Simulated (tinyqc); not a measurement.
Insulator thickness and V0 from two charges.

Question. In an undoped wire Vg - V0 = Q/Cox + Vt ln(Q/Q0) + Vt ln(1 + Q/Q0) at the source, with Q0 = 4 eps0 eps_r Vt/R and Cox = eps0 eox/(R ln(1 + tox/R)). Find Cox, tox and V0.

Values chosen for this exercise; material values close to those of gallium arsenide:

| symbol | value | unit | meaning |
|---|---|---|---|
| T | 250 | K | temperature |
| eps_r | 13 |  | relative permittivity of the semiconductor |
| eox | 21.5 |  | relative permittivity of the gate insulator |
| R | 15 | nm | wire radius |

Constants: q = 1.602176634e-19 C, kB = 1.380649e-23 J/K, Vt = kB T/q, eps0 = 8.8541878128e-14 F/cm where lengths are in cm. Results are converted to the units shown.

Qs at Vg = 0.89 and 1.29 V (nC/cm^2): [490.40602, 1318.8214]

Solution. The two equations are linear in 1/Cox and V0; tox follows by inverting the logarithm.

Cox = 2.307 uF/cm^2
tox = 11.00 nm
V0 = 0.5884 V

Program tinyqc, `OMP_NUM_THREADS=1 python tinyqc.py 2460089 2460090 out.jsonl`; Intel Xeon 2.30GHz, shared host, one thread, about 0.02 s.
